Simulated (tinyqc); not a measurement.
## Inverter chain driving a load

N inverters, each f = Hc^(1/N) times larger than the one before: delay tau N (f + pp). Switched capacitance in units of the first input, with output capacitance pp times the input: Hc + (1 + pp)(Hc - 1)/(f - 1).

Values chosen for this exercise: load over the input capacitance of the chain Hc = 330; parasitic delay of an inverter pp = 0; delay unit tau = 7.1 ps.

Inverter chain driving a load:
```
N	f	delay (ps)	switched capacitance
3	6.9104	147.19	385.66
4	4.2621	121.04	430.85
5	3.1894	113.22	480.27
6	2.6288	111.99	531.99
7	2.2897	113.80	585.09
8	2.0645	117.26	639.07
9	1.9047	121.71	693.64
10	1.7859	126.80	748.64
```

Read the table: what changes, and by how much?

The delay goes from 147 through a minimum of 112 (at N = 6 among the rows listed) to 127 ps. The best stage effort solves pp + rho (1 - ln rho) = 0, rho = 2.72, which gives N = ln Hc/ln rho = 5.80. One stage fewer than the best costs 1.1 % in delay and saves 9.7 % of the switched capacitance.

Numbers from tinyqc (`OMP_NUM_THREADS=1 python tinyqc.py 2082171 2082172 out.jsonl`; about 0.01 s on one thread of a shared Intel Xeon 2.30GHz).
